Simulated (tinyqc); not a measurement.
A ladder of methods, and size consistency: correlation methods against full CI in the 3-21g basis, for H2, spin multiplicity 1. Computed by the program tinyqc with PySCF. 

Geometry (angstrom):

| atom | x | y | z |
|---|---|---|---|
| H | 0.0000 | 0.0000 | 0.0000 |
| H | 0.0000 | 0.0000 | 0.7360 |

RHF energy of one = -1.122959 hartree

All electrons correlated; +Q is the Davidson correction (1 - c0^2) E_corr. The last columns treat two copies 100 angstrom apart as one system. FCI is the lowest singlet.

Correlation energies (hartree):

| method | E_corr of one | share of FCI (%) | E_corr of two at 100 angstrom | two minus twice one (mhartree) |
|---|---|---|---|---|
| MP2 | -0.017276 | 69.6875 | -0.034551 | 0.0000 |
| CISD | -0.024790 | 100.0000 | -0.048893 | 0.6870 |
| CISD+Q | -0.025144 | 101.4282 | -0.050227 | 0.0616 |
| CCSD | -0.024790 | 100.0000 | -0.049580 | 0.0000 |
| CCSD(T) | -0.024790 | 100.0000 | -0.049580 | 0.0000 |
| FCI | -0.024790 | 100.0000 | - | - |

MP2 recovers 70 %, CISD 100.0 % and CCSD 100.0 % of the FCI value (c0^2 = 0.986 in CISD). MP2 and coupled cluster are size consistent, so their last column vanishes; CISD loses 0.69 mhartree, since a double excitation on each copy is a quadruple of the pair, and the Davidson correction leaves +0.06. With two electrons, or one virtual orbital, CISD and CCSD are exact for one copy, so +Q overshoots there.
